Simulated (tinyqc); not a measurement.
Which roughness does what: X-ray reflectivity of a thin film on silicon: critical angles, Parratt recursion, fringes and roughness. Computed by tinyqc, a small Python program. Command: `OMP_NUM_THREADS=1 python tinyqc.py 3120801 3120802 out.jsonl xrr walk`. One thread of a shared host (Intel(R) Xeon(R) Processor @ 2.30GHz), about 0.01 s of CPU time with the checks.

n = 1 - delta + i beta; the classical electron radius is r_e = 2.8179403e-6 nm. Layer 0 is vacuum, 1 the film, 2 the substrate.

Inputs (values chosen for the exercise, modelled on a porous low-k film on silicon, copper K-alpha radiation):
```
quantity                                        value     unit
wavelength lambda                             0.15406       nm
film density rho                                 1.37   g/cm^3
effective electrons per unit mass, film         0.521    mol/g
beta/delta, film                                 0.01        -
film thickness d                                 13.4       nm
roughness of the surface sigma_1                  0.9       nm
roughness of the interface sigma_2               0.44       nm
substrate density                                2.33   g/cm^3
effective electrons per unit mass, substrate    0.507    mol/g
beta/delta, substrate                           0.023        -
grazing angle theta                              1.16  degrees
```

Constants: N_A = 6.02214076e+23 1/mol.

Method:
- delta = r_e lambda^2 rho_e/(2 pi), rho_e = density x electrons per mass x N_A; critical angle sqrt(2 delta), q_c = 4 sqrt(pi r_e rho_e).
- k_j = (2 pi/lambda) sqrt(sin^2 theta - 2 delta_j + 2 i beta_j); r_ij = (k_i - k_j)/(k_i + k_j) x exp(-2 k_i k_j sigma^2) (Nevot-Croce); r = (r_01 + r_12 p)/(1 + r_01 r_12 p), p = exp(2 i k_1 d); R = |r|^2.
- Far above the critical angle the period is d theta = lambda/(2 d), or 2 pi/d in q; the envelope runs between (|r_01| - |r_12 p|)^2 and (|r_01| + |r_12 p|)^2; contrast = 2 a b/(a^2 + b^2) with a = |r_01|, b = |r_12 p|; roughness factors on the amplitudes are about exp(-q^2 sigma^2/2).
- R is averaged over one period above each angle (64 points); contrast = (max - min)/(max + min) of R theta^4 over that period. Cases: smooth; only sigma_1; only sigma_2; both.

period in theta = 0.329365 degrees

Constants:
```
layer      rho_e (1/nm^3)        delta         beta  critical angle (degrees)  q_c (1/nm)
film              429.842  4.57552e-06  4.57552e-08                  0.173324    0.246749
substrate         711.402  7.57263e-06  1.74170e-07                  0.222977    0.317437
```

Mean R and contrast:
```
theta (degrees)    R smooth  contrast  R, sigma_1  contrast, sigma_1  R, sigma_2  contrast, sigma_2     R, both  contrast, both
0.8              8.8809e-05   0.92652  3.9627e-05         9.7913e-01  8.1068e-05            0.87022  3.1561e-05         0.99735
1.2              2.6473e-05   0.92074  9.1611e-06         5.9746e-01  2.2426e-05            0.74070  5.2339e-06         0.75359
1.8              5.3149e-06   0.91880  1.6733e-06         1.6376e-01  4.1106e-06            0.59968  3.8130e-07         0.32039
2.5              1.6674e-06   0.91771  4.9434e-07         1.3043e-02  1.1876e-06            0.33493  3.2610e-08         0.31005
3.5              4.6611e-07   0.91649  1.3669e-07         1.8537e-04  3.1993e-07            0.09724  7.7051e-10         0.43365
```

What follows from these numbers?

At 2.5 degrees sigma_1 alone multiplies the mean R by 0.30 and sigma_2 alone by 0.71; the contrast goes from 0.92 (smooth) to 0.01 and 0.33.
